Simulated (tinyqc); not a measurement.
Comparisons within one model: Bethe-Salpeter matrix of a two-band chain (Tamm-Dancoff form). A value that a table varies takes the place of the one given here.

One valence and one conduction band, lattice period 1, mesh k = 2 pi j/N. Pair energies D(k) = Eg + 2 t sum(1 - cos k), t = tc + tv. Screened attraction W(R) = U at R = 0 and V/|R| otherwise, R over the N cells with the nearest image; W(q) = sum_R W(R) cos(q R). H(k, k') = D(k) delta - W(k - k')/Nk + 2 J/Nk for singlets (J = 0 for triplets), Nk the number of k points. With a constant transition dipole the strength of a state is f = (sum_k A_k)^2/Nk, and the f sum to 1.

Parameters, chosen for this exercise:
- Eg = 4.6 eV (quasiparticle gap)
- tc = 0.87 eV (conduction hopping)
- tv = 0.25 eV (valence hopping)
- U = 1.59 eV (attraction in the same cell)
- V = 0.86 eV (attraction at one cell distance)
- J = 0.13 eV (exchange in the same cell)
- fs = (0.1, 0.25, 0.5, 1, 1.5, 2, 3) (scale factors of U and V)

## Convergence with the k mesh

Lowest triplet and singlet, and f of the singlet, against N.

Results:

| N | Eg - E triplet (eV) | Eg - E singlet (eV) | f singlet |
|---|---|---|---|
| 4 | 1.0149 | 0.9152 | 0.3602 |
| 6 | 0.9094 | 0.8105 | 0.3509 |
| 8 | 0.8763 | 0.7725 | 0.3681 |
| 12 | 0.8658 | 0.7582 | 0.3843 |
| 20 | 0.8653 | 0.7572 | 0.3863 |
| 40 | 0.8653 | 0.7572 | 0.3863 |
| 100 | 0.8653 | 0.7572 | 0.3863 |

The coarsest mesh misjudges the singlet binding by +0.1579 eV against the finest: a mesh of N points along an axis repeats the pair every N cells. The triplet is within 1 meV of the last row from N = 12 on. The singlet is within 1 meV of the last row from N = 12 on. The more tightly bound triplet is the smaller object in R, so it needs no more points than the singlet.

## Strength of the attraction

Triplets, N = 100; U and V scaled together, as weaker screening would do. f is the weight at R = 0. For V = 0 the infinite chain has binding sqrt(4 t^2 + U^2) - 2t and f = U/sqrt(4 t^2 + U^2), t = tc + tv.

Results:

| scale | U/t | binding (eV) | f | Eg - second level (eV) | contact formula (eV) |
|---|---|---|---|---|---|
| 0.10 | 0.14 | 0.0363 | 0.117 | 0.0012 | 0.0056 |
| 0.25 | 0.35 | 0.1348 | 0.206 | 0.0102 | 0.0350 |
| 0.50 | 0.71 | 0.3479 | 0.306 | 0.0409 | 0.1369 |
| 1.0 | 1.42 | 0.8653 | 0.445 | 0.1594 | 0.5069 |
| 1.5 | 2.13 | 1.4517 | 0.547 | 0.3449 | 1.0320 |
| 2.0 | 2.84 | 2.0822 | 0.626 | 0.5842 | 1.6497 |
| 3.0 | 4.26 | 3.4308 | 0.741 | 1.1767 | 3.0298 |

The binding grows with exponent 1.43 between scales 0.1 and 0.25 and 1.23 over the last two rows (below 2 for a wide pair in a chain, where 1/|R| brings logarithms, 1 for a pair held in one cell). f rises from 0.117 to 0.741. On this mesh a second level lies below the gap from scale 0.1 on; in an infinite lattice the tail V/|R| binds a whole series at any scale. The tail V/|R| adds 0.401 eV to the contact value in the last row and 0.031 eV in the first.

## Exciton band

Triplets, solved in the electron-hole distance R on a ring of 60 cells, total momentum Q: D = Eg + 2 tc (1 - cos(k + Q/2)) + 2 tv (1 - cos(k - Q/2)), so the hopping in R has size |t(Q)| = sqrt(tc^2 + tv^2 + 2 tc tv cos Q) and the continuum starts at Eg + 2 (tc + tv) - 2 |t(Q)|.

Results:

| Q/pi | \|t(Q)\| (eV) | continuum edge (eV) | exciton (eV) | binding (eV) | weight at R = 0 |
|---|---|---|---|---|---|
| 0.000 | 1.1200 | 4.6000 | 3.7347 | 0.8653 | 0.445 |
| 0.167 | 1.0937 | 4.6527 | 3.7814 | 0.8712 | 0.451 |
| 0.333 | 1.0183 | 4.8034 | 3.9142 | 0.8892 | 0.468 |
| 0.500 | 0.9052 | 5.0296 | 4.1107 | 0.9189 | 0.497 |
| 0.667 | 0.7758 | 5.2884 | 4.3303 | 0.9580 | 0.536 |
| 0.833 | 0.6653 | 5.5093 | 4.5122 | 0.9971 | 0.578 |
| 1.000 | 0.6200 | 5.6000 | 4.5849 | 1.0151 | 0.598 |

The exciton band is 0.8502 eV wide, against 1.0000 eV for the edge of the continuum: binding narrows it, since electron and hole must hop together. The binding grows from 0.865 to 1.015 eV as |t(Q)| falls. Between the first two rows the exciton rises 0.89 times as much as the edge, so it is heavier than the free pair.

## What each parameter does

N = 100: lowest singlet, its binding and f, and the singlet-triplet splitting. Each row changes one parameter from the base and keeps the others.

Results:

| case | singlet (eV) | binding (eV) | f | splitting (eV) |
|---|---|---|---|---|
| base | 3.8428 | 0.7572 | 0.386 | 0.1081 |
| Eg = 4.8 eV | 4.0428 | 0.7572 | 0.386 | 0.1081 |
| tc = 1.13 eV | 3.8839 | 0.7161 | 0.349 | 0.0972 |
| tv = 0.15 eV | 3.8245 | 0.7755 | 0.404 | 0.1132 |
| U = 1.91 eV | 3.7076 | 0.8924 | 0.459 | 0.1268 |
| V = 0.96 eV | 3.7910 | 0.8090 | 0.373 | 0.1044 |
| J = 0.2 eV | 3.8947 | 0.7053 | 0.355 | 0.1600 |

The largest shifts from the base row, up to three for each result and ties (the steps differ in size, so this ranks the rows, not the parameters). singlet (eV): Eg +0.2000, U -0.1352, J +0.0519. binding (eV): U +0.1352, J -0.0519, V +0.0518; unchanged at the printed digits by Eg. f: U +0.072, tc -0.037, J -0.031; unchanged at the printed digits by Eg. splitting (eV): J +0.0519, U +0.0187, tc -0.0109; unchanged at the printed digits by Eg. At zero total momentum only the sum tc + tv enters.

Program tinyqc; command `OMP_NUM_THREADS=1 python tinyqc.py 1251645 1251646 out.jsonl`; about 0.1 s on one thread of a shared Intel(R) Xeon(R) Processor @ 2.30GHz.
